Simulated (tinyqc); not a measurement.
Worked calculation: one-electron ion in a basis of Gaussians. One step of it, computed by the program tinyqc.

Problem. Matrices over normalised Gaussians. With p = a_i + a_j and I(k) = Gamma((k+1)/2) / (2 p^((k+1)/2)): S = I(2l+2), T = (2l+3) a_i a_j S / p, V = -Z I(2l+1), each divided by sqrt(S_ii S_jj).

exponents of r^l exp(-a r^2) (1/bohr^2): 1.142000  4.465000  17.450000

Z = 6

l = 0

Give: S; T; V.

Solution.

S, lower triangle:
```
       1      2      3
1  1.000
2  0.723  1.000
3  0.333  0.723  1.000
```

T (hartree), lower triangle:
```
       1      2       3
1  1.713
2  1.972  6.697
3  1.070  7.712  26.175
```

V (hartree), lower triangle:
```
         1        2        3
1  -10.232
2  -11.589  -20.232
3   -9.715  -22.915  -39.996
```
